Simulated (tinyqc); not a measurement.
What each parameter does: quantum-confined Stark effect in a modulator well.

Envelopes on cells of 0.5 angstrom over the well |z| < L/2 and 45 angstrom of barrier on each side, psi = 0 beyond, psi'/m continuous (mean mass between points), c = hbar^2/2m0. The electron sees + e F z and the hole - e F z, each with its offset in the barriers; 1 kV/cm = 1e-5 eV/angstrom. Light holes, band mixing and escape by tunnelling are left out.

Exciton: in-plane function exp(-rho/lam), 1/mu = 1/me + 1/mp, E(lam) = c/(mu lam^2) - (q/eps) times the integral over k of Fm(k)(1 + (k lam/2)^2)^(-3/2), Fm(k) the double integral of psi_e^2 psi_h^2 exp(-k |z - z'|), q = e^2/(4 pi eps0); binding Eb = -E at the minimum. Line at Eg + E_e + E_h - Eb, strength proportional to overlap^2/lam^2.

Constants: hbar^2/2m0 = 3.80998211 eV angstrom^2; e^2/(4 pi eps0) = 14.39964547 eV angstrom; hc = 1239.841984 eV nm.

Inputs chosen for the exercise (near those of an InGaAsP well in InP; shifted at random, so the results belong to these values and not to a real crystal): L = 112 angstrom (well width); Vc = 0.186 eV (conduction offset); Vv = 0.308 eV (heavy-hole offset); me = 0.0497 m0 (electron, well); meb = 0.078 m0 (electron, barrier); mh = 0.369 m0 (heavy hole along z, well); mhb = 0.487 m0 (heavy hole, barrier); Eg = 0.863 eV (gap of the well); mp = 0.106 m0 (heavy hole in the plane); eps = 13.4 (dielectric constant); F = 68 kV/cm (field).

Zero-field line, shift at F, overlap^2 and Eb at F. Each row changes one parameter from the base and keeps the others.

Results:

| case | line (nm) | shift (meV) | overlap^2 | Eb (meV) |
|---|---|---|---|---|
| base | 1389.6 | -13.56 | 0.499 | 5.28 |
| L = 102 angstrom | 1382.0 | -10.53 | 0.599 | 5.60 |
| F = 54 kV/cm | 1389.6 | -8.89 | 0.604 | 5.46 |
| Vc = 0.149 eV | 1392.5 | -14.13 | 0.477 | 5.20 |
| Vv = 0.385 eV | 1389.4 | -13.24 | 0.507 | 5.30 |
| me = 0.0572 m0 | 1393.1 | -13.55 | 0.489 | 5.59 |
| mh = 0.314 m0 | 1388.3 | -13.03 | 0.531 | 5.31 |
| eps = 12.1 | 1391.4 | -13.39 | 0.499 | 6.22 |

The largest shifts from the base row, up to three for each result and ties (the steps differ in size, so this ranks the rows, not the parameters). line (nm): L -7.7, me +3.4, Vc +2.8; unchanged at the printed digits by F. shift (meV): F +4.67, L +3.04, Vc -0.57. overlap^2: F +0.105, L +0.100, mh +0.032; unchanged at the printed digits by eps. Eb (meV): eps +0.95, L +0.32, me +0.31.

Computed by tinyqc, a small Python program: `OMP_NUM_THREADS=1 python tinyqc.py 1250928 1250929 out.jsonl` (the numbers bound the seed that draws the inputs); one thread of a shared host (Intel(R) Xeon(R) Processor @ 2.30GHz), about 0.09 s for the whole set of steps.
